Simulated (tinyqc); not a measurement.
Velocity against field: two-valley model of the transferred-electron effect. Computed by tinyqc, a small Python program. Command: `OMP_NUM_THREADS=1 python tinyqc.py 3028329 3028330 out.jsonl gunn walk`. One thread of a shared host (Intel(R) Xeon(R) Processor @ 2.30GHz), about 0.01 s of CPU time with the checks.

Both kinds of valley share one electron temperature T_e, and each has a constant mobility.

Inputs (values chosen for the exercise, for a model semiconductor): central-valley mass m1 = 0.046 m_0; satellite-valley mass m2 = 0.58 m_0; satellite valleys Z = 4; valley separation dE = 0.65 eV; central-valley mobility mu1 = 1300 cm^2/(V s); satellite-valley mobility mu2 = 56 cm^2/(V s); energy relaxation time tau_E = 0.32 ps; lattice temperature T = 200 K; electric field F = 34 kV/cm.

Solver: bisection.

Constants: k_B = 8.617333262e-05 eV/K.

Method. Density-of-states ratio R = Z (m2/m1)^(3/2); n2/n1 = R exp(-dE/(k_B T_e)); mean mobility mu = (mu1 + mu2 n2/n1)/(1 + n2/n1); energy balance e mu F^2 = (3/2) k_B (T_e - T)/tau_E; v = mu F.

low-field mobility = 1300 cm^2/(V s)

R = 179.087

The curve:
```
F (kV/cm)  T_e (K)  share in the satellites (%)  v (1e7 cm/s)  low-field line (1e7 cm/s)
3.4            237                   2.7718e-10        0.4420                      0.442
8.5            433                   4.7778e-04        1.1050                      1.105
17.0          1034                   1.0825e+01        1.9811                      2.210
24.0          1347                   3.9843e+01        1.9305                      3.120
34.0          1637                   6.4129e+01        1.7076                      4.420
48.0          1970                   7.9557e+01        1.4895                      6.240
68.0          2425                   8.8874e+01        1.3220                      8.840
100.0         3247                   9.4608e+01        1.2308                     13.000
170.0         5941                   9.8051e+01        1.3641                     22.100
340.0        19150                   9.9179e+01        2.2513                     44.200
```

v falls between 17 and 100 kV/cm, while the share in the slow valleys goes from 11 to 95 %: transfer outruns the rise of the field. With constant mobilities n2/n1 tends to R and v ends on the line (mu1 + R mu2) F/(1 + R), a mobility of 62.9; real satellites saturate instead. Rows with T_e above 3000 K lie outside the range of a Maxwellian in parabolic valleys.

Extremes, crossings and ranges named in words are read from the listed rows.
